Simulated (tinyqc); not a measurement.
# Segment and feed resistance from two drops

Inverse problem. A rail is fed at one end through Rq; K loads of Ij follow, each after a segment Rs. The drop at load j is K Ij Rq + Rs Ij sum_(l=1..j) (K - l + 1). Find Rs, Rq and the worst drop, at the middle, if the rail were fed through Rq at both ends: K Ij Rq/2 + Rs Ij K^2/8 with the load taken as continuous.

Values chosen for this exercise: number of equal loads K = 24; current of each load Ij = 1.4 mA.

drops at the first and at the last load (mV): 4.7376000  34.876800

Answer. The difference of the two drops is Rs Ij K (K - 1)/2, which gives Rs; the first drop then gives Rq.

Rs = 0.0780 ohm
Rq = 0.0630 ohm
drop at the middle with two feeds = 8.92 mV

Computed by the program tinyqc: `OMP_NUM_THREADS=1 python tinyqc.py 2770111 2770112 out.jsonl`, one thread of a shared Intel Xeon 2.30GHz, about 0.3 s for the whole run.
